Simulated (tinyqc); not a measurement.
Quasiparticle equation with a plasmon-pole self-energy for two band edges, step by step. Values are carried at full precision from step to step, so a last printed digit may differ when a step is redone from the rounded ones.

For each edge E = e + X + Sc(E), with the correlation part Sc(E) = A[0]/(E - a + w) + A[1]/(E - b - w); a and b are the valence and conduction energies that enter the Green function (a = ev, b = ec in the one-shot scheme). Z = 1/(1 - dSc/dE), dSc/dE = -A[0]/(E - a + w)^2 - A[1]/(E - b - w)^2.

Parameters, chosen for this exercise (scales of the order of those of Si; shifted at random, so the results belong to these values and not to a real crystal):
- ev = 0 eV (mean-field valence top)
- ec = 0.59 eV (mean-field conduction edge)
- w = 15.9 eV (pole energy)
- Av = (59.1, 20.8) eV^2 (weights of the valence state on the hole and electron poles)
- Ac = (24, 55.1) eV^2 (the same for the conduction state)
- Xv = -2.85 eV (exchange minus the mean-field potential, valence)
- Xc = 2.39 eV (the same, conduction)

## Linearised one-shot correction

Evaluate Sc and its slope at the mean-field energy; E = e + Z (X + Sc).

Terms:
```
edge        Sc (eV)   dSc/dE       Z  X + Sc (eV)   E (eV)
valence      2.4556  -0.3103  0.7632      -0.3944  -0.3010
conduction  -2.0100  -0.3062  0.7656       0.3800   0.8809
```

gap = 1.1819 eV
gap with Z = 1 = 1.3644 eV

The gap opens by 0.592 eV, 51 % of it by lowering the valence top. Setting Z = 1 would overshoot by 0.182 eV. X and Sc have opposite signs and are each larger than the sum they leave, so both must be converged well.

## Solving the equation for the conduction edge

Newton steps on f(E) = E - ec - Xc - Sc(E) from E = ec; the first step is the linearised result.

Iterates:
```
step   E (eV)   Sc (eV)     f (eV)
0     0.59000  -2.00998  -0.380019
1     0.88093  -2.09980   0.000737
2     0.88037  -2.09963   0.000000
3     0.88037  -2.09963   0.000000
```

The linearisation errs by +0.6 meV, as the shift is only 0.018 of the pole energy.

## All solutions for the valence state

Multiplying out gives a cubic; give its three roots and their weights Z.

roots (eV): -19.563  -0.300  17.603

weights: 0.1845  0.7595  0.0560

The weights add up to 1. The satellite below lies 19.26 eV from the main peak, 21 % more than w: this scheme places plasmon satellites too far out, and gives one where a cumulant form gives a series.

## Updating the energies in the Green function

Solve both equations exactly, put the results in place of a and b, and repeat five times; w is kept.

Cycles (eV):
```
cycle       Ev      Ec     gap
1      -0.3003  0.8804  1.1807
2      -0.3390  0.9106  1.2496
3      -0.3443  0.9133  1.2575
4      -0.3451  0.9134  1.2584
5      -0.3452  0.9133  1.2585
```

The update moves the gap by +78 meV from the one-shot value; each cycle shrinks the change to about 0.12 of the one before.

## Checks

- Sum of the weights of the three roots: both 1.000000.
- Newton result against the root by bisection (eV): both 0.88037.

tinyqc: `OMP_NUM_THREADS=1 python tinyqc.py 1880001 1880002 out.jsonl`; about 0.03 s, one thread, shared Intel(R) Xeon(R) Processor @ 2.30GHz.
